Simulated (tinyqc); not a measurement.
Phonon transmission through an interface between two chains by Green functions: one step, computed by the program tinyqc. Command: `OMP_NUM_THREADS=1 python tinyqc.py 3012465 3012466 out.jsonl agf walk`. One thread of a shared host (Intel(R) Xeon(R) Processor @ 2.30GHz), about 0.01 s of CPU time with the checks.

Two semi-infinite chains (masses m_1, m_2; springs k_1, k_2), motion along the chain. The central region holds the end atom of each chain and one interlayer atom of mass m_b, joined by springs k_b. lambda = omega^2 in eV/(angstrom^2 u); nu = 15.6333042 THz x sqrt(lambda).

Problem. Self-energies and the matrix at the probe frequency. In chain i, sin(q_i a/2) = nu/nu_max,i. An outgoing wave makes the next atom move as exp(i q_i a) times the end atom, so the lead adds the self-energy Sigma_i = -k_i exp(i q_i a) to the force-constant matrix; Gamma_i = -2 Im Sigma_i = 2 k_i sin(q_i a). A = lambda M - K - Sigma over the central atoms, with K_ii the sum of the springs at i, K_(i,i+1) = -k_b; G = inverse of A; transmission = Gamma_1 Gamma_2 |G_(first,last)|^2.

Inputs (values chosen for the exercise, for two model chains):
```
quantity             value           unit
mass m_1                25              u
spring k_1             5.1  eV/angstrom^2
mass m_2              25.8              u
spring k_2            2.11  eV/angstrom^2
junction spring k_b  0.873  eV/angstrom^2
interlayer mass m_b   11.2              u
```

Atoms in the interlayer: one.

probe frequency = 3.844861 THz

band top of chain 1 = 14.12199 THz

band top of chain 2 = 8.941536 THz

Constants: nu for 1 eV/(angstrom^2 u) = 15.6333042 THz.

Give: q_1 a; q_2 a; Gamma_1; Gamma_2; A (complex symmetric).

Solution.

q_1 a = 0.5515 rad

q_2 a = 0.8890 rad

Gamma_1 = 5.344 eV/angstrom^2

Gamma_2 = 3.277 eV/angstrom^2

A (complex symmetric) (eV/angstrom^2):
```
               end of 1  layer 1       end of 2
end of 1  -0.117+2.672i    0.873          0.000
layer 1           0.873   -1.069          0.873
end of 2          0.000    0.873  -0.093+1.638i
```
